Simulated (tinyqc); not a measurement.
Which input was changed? Model: gas flow in a process chamber: flow regimes, conductance, effective pumping speed, pump-down, outgassing and purge. Computed by tinyqc, a small Python program. Command: `OMP_NUM_THREADS=1 python tinyqc.py 3120789 3120790 out.jsonl pump which`. One thread of a shared host (Intel(R) Xeon(R) Processor @ 2.30GHz), about 0.02 s of CPU time with the checks.

Ideal gas, isothermal flow, a pump of constant speed at the end of a round pipe; process gas, volume gas and outgassing are given the same properties. 1 sccm = 101325 Pa x 1e-6 m^3/60 s x T/273.15 K.

Inputs (values chosen for the exercise, modelled on hydrogen near room temperature):
```
quantity,value,unit
molar mass M,2.016,g/mol
molecular diameter,0.27,nm
viscosity eta,8.9,micropascal s
temperature T,350,K
chamber volume V,8.4,L
pipe diameter d,6.3,cm
pipe length l,110,cm
pump speed S,110,L/s
process gas flow,150,sccm
```

Constants: k_B = 1.380649e-23 J/K; u = 1.6605390666e-27 kg.

Method:
- Mean speed c = sqrt(8 k_B T/(pi m)); aperture conductance C_a = c pi d^2/16; molecular pipe C_m = C_a/(1 + 3 l/(4 d)) (Dushman form); viscous pipe C_v = pi d^4 p_mean/(128 eta l); Knudsen interpolation C = C_v + C_m (1 + x)/(1 + 1.24 x), x = d p_mean sqrt(m/(k_B T))/eta.
- Effective speed 1/S_eff = 1/S + 1/C_m; time constant V/S_eff; pressure at which the free path k_B T/(sqrt2 pi d_m^2 p) equals d.
- Steady flow: the pump inlet is at p_2 = Q/S, and the chamber pressure p_1 solves Q = C((p_1 + p_2)/2) (p_1 - p_2). Residence time = p_1 V/Q.
- Knudsen number = free path at the mean pressure over d.

Question. One of these inputs alone was changed, within the range given: molar mass M (1.008 to 4.032); chamber volume V (4.2 to 16.8); pipe length l (55 to 220); process gas flow (75 to 300). Which one, and to what value?

Results:
```
run,S_eff in molecular flow (L/s),residence time (s),chamber pressure p_1 (Pa)
before,53.98203,0.1127969,4.358542
after,50.97556,0.1141096,4.409268
```

Answer.

Each candidate set to reproduce S_eff in molecular flow, and what it then gives:
```
candidate,range searched,value needed,residence time (s),chamber pressure p_1 (Pa)
molar mass M (g/mol),1.008 to 4.032,2.510,0.11411,4.4093
chamber volume V (L),4.2 to 16.8,no effect,-,-
pipe length l (cm),55 to 220,123.7,0.11670,4.5094
process gas flow (sccm),75 to 300,no effect,-,-
```

Only molar mass M fits every result: it went from 2.016 to 2.51 g/mol. The next best candidate, pipe length l, misses one result by 2.3 %.
